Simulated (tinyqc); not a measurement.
Shallow acceptor in the spherical model (Baldereschi-Lipari), strong spin-orbit limit: one step, computed by the program tinyqc.

The 1S(3/2) state has an s envelope f(r) and a d envelope g(r). In effective units they obey -(f'' + 2f'/r + 2f/r) + mu (g'' + 5g'/r + 3g/r^2) = E f and -(g'' + 2g'/r - 6g/r^2 + 2g/r) + mu (f'' - f'/r) = E g. The cubic term, the split-off band and the central cell are left out.

Task: Effective units and couplings. Ry* = Ry/(gamma_1 eps^2), a* = a_0 eps gamma_1, mu = (6 gamma_3 + 4 gamma_2)/(5 gamma_1), delta = (gamma_3 - gamma_2)/gamma_1; spherical masses 1/(gamma_1 (1 - mu)) (heavy) and 1/(gamma_1 (1 + mu)) (light).

Inputs (values chosen for the exercise, modelled on GaAs): Luttinger gamma_1 = 6.96; Luttinger gamma_2 = 2.09; Luttinger gamma_3 = 2.92; dielectric constant eps = 12.6.

Constants: Ry = 13.605693123 eV; a_0 = 0.529177210903 angstrom.

Give: Ry*; a*; mu; delta; heavy-hole mass; light-hole mass.

Result:

Ry* = 12.31 meV

a* = 46.41 angstrom

mu = 0.7437

delta = 0.1193

heavy-hole mass = 0.5605 m_0

light-hole mass = 0.08240 m_0
